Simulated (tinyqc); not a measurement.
What moves the results: Franz-Keldysh effect at a direct gap. A value that a table varies takes the place of the one given here.

Parabolic bands, vertical transitions, no excitons. For each hole band j: mr = me mj/(me + mj); joint density of states J_j(E) = (mr/c)^(3/2) sqrt(E - Eg)/(2 pi^2), both spins, c = hbar^2/2m0; averaged matrix element |e.p|^2 = m0 Ep/6; alpha_j(E) = 4 pi^2 alpha_f c Ep J_j/(3 nr E) in 1/angstrom (alpha_f the fine-structure constant, listed as alpha among the constants), times 1e8 for 1/cm.

In a field Fd (1 kV/cm = 1e-5 V/angstrom) the electro-optic energy of band j is th = (c (e Fd)^2/mr)^(1/3), and sqrt(E - Eg) in J_j is replaced by pi sqrt(th) [Ai'(b)^2 - b Ai(b)^2] with b = (Eg - E)/th; Ai is the Airy function.

Constants: hbar^2/2m0 = 3.80998211 eV angstrom^2; fine-structure constant alpha = 0.007297352564.

Values chosen for the exercise (near those of InP; shifted at random, so the results belong to these values and not to a real crystal):
```
symbol  value   unit   meaning
Eg      1.36    eV     direct gap
me      0.0766  m0     electron mass
mhh     0.581   m0     heavy-hole mass
mlh     0.0906  m0     light-hole mass
Ep      20.7    eV     Kane energy
nr      3.4            refractive index
Fd      170     kV/cm  uniform field
det     60      meV    detuning below the gap
```

## Spectrum around the gap

Absorption (1/cm):
```
E - Eg (eV),alpha(0),alpha(F),change
-0.1365,0,3.248,3
-0.1092,0,13.87,14
-0.0819,0,53.79,54
-0.0546,0,186.2,186
-0.0273,0,564.6,565
0.0000,0,1469,1469
0.0273,4710,3208,-1502
0.0546,6533,5743,-790
0.0819,7849,8278,428
0.1092,8895,9652,757
0.1365,9764,9799,35
0.1638,10504,1.012e+04,-382
0.2184,11709,1.187e+04,162
0.2730,12654,1.272e+04,62
```

How do the results move?

At the gap alpha(F) = 1469 1/cm; 109.2 meV below it 13.9 1/cm remain, the tail falling as exp(-(4/3) b^(3/2)). Among the energies listed the largest rise is 1469 1/cm at E - Eg = 0.0 meV and the largest fall -1502 1/cm at 27.3 meV. It changes sign between 0.0 and 27.3 meV, between 54.6 and 81.9 meV, between 136.5 and 163.8 meV and between 163.8 and 218.4 meV; th is 54.6 meV for heavy holes and 64.3 meV for light holes.

## Tail absorption against field

At E = Eg - det; the field takes the values listed. The last column is the length for 10 dB of loss.

Results:
```
Fd (kV/cm),th heavy (meV),b heavy,alpha (1/cm),length (micrometre)
10,8.26,7.266,2.49e-08,9.26e+11
20,13.11,4.578,0.00144,1.60e+07
40,20.81,2.884,0.575,4.00e+04
60,27.26,2.201,5.28,4.36e+03
100,38.33,1.566,37.2,618
150,50.22,1.195,111,207
250,70.60,0.850,303,76.0
400,96.58,0.621,593,38.8
```

How do the results move?

alpha grows by 8.3 decades from 10 to 60 kV/cm and by a factor 1.96 over the last step, where the field grows by 1.6: the exponent (4/3) b^(3/2) goes as 1/Fd, so the gain is steep only while b > 1 (deep in the tail the light-hole pair, with its smaller b, carries most of it), that is up to 150 kV/cm of those listed. Values below about 10 1/cm lie under the Urbach and exciton tails of a real crystal, left out here.

## What moves the tail

At E = Eg - det. Each row changes one parameter from the base and keeps the others.

Results:
```
case,th heavy (meV),alpha (1/cm)
base,54.592,147.1
Fd = 221 kV/cm,65.026,245.3
det = 70 meV,54.592,93.82
me = 0.0881 m0,52.407,153.0
mlh = 0.1178 m0,54.592,151.0
Ep = 22.8 eV,54.592,162.0
nr = 3.57,54.592,140.1
```

What does this show?

The largest shifts from the base row, up to three for each result and ties (the steps differ in size, so this ranks the rows, not the parameters). th heavy (meV): Fd +10.435, me -2.185; unchanged at the printed digits by det, mlh, Ep and nr. alpha (1/cm): Fd +98.2, det -53.3, Ep +14.9.

Program tinyqc; command `OMP_NUM_THREADS=1 python tinyqc.py 1650569 1650570 out.jsonl`; about 0.01 s on one thread of a shared Intel(R) Xeon(R) Processor @ 2.30GHz.
